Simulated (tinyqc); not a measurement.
The basis set: RHF and MP2 along a ladder of basis sets, for H3+, spin multiplicity 1. Computed by the program tinyqc with PySCF. Same geometry throughout; the dipole is taken about the origin.

Geometry (angstrom):
```
atom       x       y       z
H     0.0000  0.0000  0.0000
H     0.0000  0.0000  0.7990
H     0.0000  0.6920  0.3990
```

RHF and frozen-core MP2 in a ladder of bases:
```
basis        functions  E(RHF) (hartree)  E(MP2 corr) (hartree)  HOMO (eV)  LUMO (eV)  dipole (debye)
sto-3g               3         -1.212729              -0.016002   -34.9354     0.3390          2.2160
3-21g                6         -1.267560              -0.021573   -34.5549    -4.3256          2.2158
6-31g                6         -1.272033              -0.021469   -34.5919    -4.5178          2.2158
6-31g**             15         -1.290433              -0.030278   -34.5560    -4.4610          2.2157
cc-pvdz             15         -1.285170              -0.028060   -34.5303    -4.7683          2.2156
aug-cc-pvdz         27         -1.285540              -0.028536   -34.5249    -5.0945          2.2156
cc-pvtz             42         -1.295065              -0.033716   -34.5798    -4.9084          2.2156
```

What does the comparison show, and why?

From cc-pVDZ to cc-pVTZ the RHF energy falls by 9.9 mhartree and the correlation energy by 5.7. If valence correlation converges as X^-3, (27 E(T) - 8 E(D))/19 gives -0.0361 hartree, a rough estimate from such small X that usually falls short; STO-3G holds about 44 % of it. Beyond STO-3G the LUMO moves by 0.8 eV and the HOMO by 0.1 eV.
